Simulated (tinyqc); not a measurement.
Extended Hueckel theory, for H4-, step by step. The parameters take no account of the charge, which enters only through the electron count, and nothing here shows that the anion is bound. One step of it, computed by the program tinyqc.

Task: Orbitals. Solve H C = S C e through S^(-1/2); fill by pairs from the bottom, a degenerate level sharing its electrons equally; each orbital has its largest coefficient positive (the first on a tie).

H (eV):
```
            1H 1s       2H 1s       3H 1s       4H 1s
1H 1s  -13.600000  -12.264158   -3.764717   -0.745730
2H 1s  -12.264158  -13.600000  -13.927859   -3.758604
3H 1s   -3.764717  -13.927859  -13.600000  -12.249216
4H 1s   -0.745730   -3.758604  -12.249216  -13.600000
```

overlap S:
```
          1H 1s     2H 1s     3H 1s     4H 1s
1H 1s  1.000000  0.515301  0.158181  0.031333
2H 1s  0.515301  1.000000  0.585204  0.157925
3H 1s  0.158181  0.585204  1.000000  0.514673
4H 1s  0.031333  0.157925  0.514673  1.000000
```

valence electrons = 5

Give: orbital energies; occupations; coefficients; sum of one-electron energies.

Result:

orbital energies (eV): -18.790  -14.880  -6.228  18.707

occupations: 2.000  2.000  1.000  0.000

coefficients:
```
         MO1     MO2     MO3     MO4
1H 1s  0.276  -0.594   0.771  -0.636
2H 1s  0.412  -0.291  -0.516   1.297
3H 1s  0.412   0.291  -0.517  -1.296
4H 1s  0.276   0.594   0.771   0.634
```

sum of one-electron energies = -73.569 eV
